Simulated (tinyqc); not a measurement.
A six-terminal Hall bar with edge channels and a constriction, Landauer-Buettiker equations: two steps of the calculation.

Contacts 1 (source) and 4 (drain) end the bar; 2 and 3 lie on the upper edge, 6 and 5 on the lower edge, with a constriction between 2 and 3 (and between 6 and 5). Carriers run 1 to 2 to 3 to 4 to 5 to 6 to 1 in M channels. The constriction passes Tc from 2 to 3 and from 5 to 6, and turns M - Tc from 2 to 6 and from 5 to 3. Signs are those of positive carriers; V4 = 0.

Parameters, values chosen for the exercise:
```
symbol  value  unit                                  meaning
M           2             edge channels, spin counted singly
Tc       1.23        summed transmission of the constriction
I          50    nA      current from contact 1 to contact 4
```

Constants: q = 1.602176634e-19 C, h = 6.62607015e-34 J s. Results are converted to the units shown.

Problem 1. Voltages. I_i = (q^2/h) [M V_i - sum_j T_ij V_j], with I_1 = I, V_4 = 0 and no current at 2, 3, 5, 6.

T_ij:
```
   1     2  3  4     5  6
1  0     0  0  0     0  2
2  2     0  0  0     0  0
3  0  1.23  0  0  0.77  0
4  0     0  2  0     0  0
5  0     0  0  2     0  0
6  0  0.77  0  0  1.23  0
```

Find: V.

Solution 1.

V, contact 1 to 6 (uV): 1049.3  1049.3  645.3  0.0  0.0  404.0

Problem 2. Resistances. R(a,b) = (V_a - V_b)/I.

V, contact 1 to 6 (uV): 1049.3011  1049.3011  645.3202  0.0000  0.0000  403.9809

Give: resistances.

Solution 2.

resistances (kohm): R(1,4) 20.986, R(2,3) 8.080, R(2,6) 12.906, R(2,5) 20.986, R(3,6) 4.827

In units of h/q^2: R(1,4) = R(2,5) = 1/Tc, R(2,3) = 1/Tc - 1/M, R(2,6) = 1/M, R(3,6) = 2/M - 1/Tc.

Computed by the program tinyqc: `OMP_NUM_THREADS=1 python tinyqc.py 2700119 2700120 out.jsonl`, one thread of a shared Intel Xeon 2.30GHz, about 0.01 s for the whole run.
